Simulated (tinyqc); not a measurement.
Sp3 tight binding, zinc-blende lattice, step by step. One step of it, computed by the program tinyqc.

Problem. Levels at G. Diagonalise the Hermitian matrix.

H(k) at G (eV):
```
             a s       a px       a py       a pz         c s       c px       c py       c pz
a s   -14.940000   0.000000   0.000000   0.000000  -11.659260   0.000000   0.000000   0.000000
a px    0.000000  -7.030000   0.000000   0.000000    0.000000   2.826487   0.000000   0.000000
a py    0.000000   0.000000  -7.030000   0.000000    0.000000   0.000000   2.826487   0.000000
a pz    0.000000   0.000000   0.000000  -7.030000    0.000000   0.000000   0.000000   2.826487
c s   -11.659260   0.000000   0.000000   0.000000  -14.940000   0.000000   0.000000   0.000000
c px    0.000000   2.826487   0.000000   0.000000    0.000000  -7.030000   0.000000   0.000000
c py    0.000000   0.000000   2.826487   0.000000    0.000000   0.000000  -7.030000   0.000000
c pz    0.000000   0.000000   0.000000   2.826487    0.000000   0.000000   0.000000  -7.030000
```

Give: eigenvalues.

Solution.

eigenvalues (eV): -26.5993  -9.8565  -9.8565  -9.8565  -4.2035  -4.2035  -4.2035  -3.2807
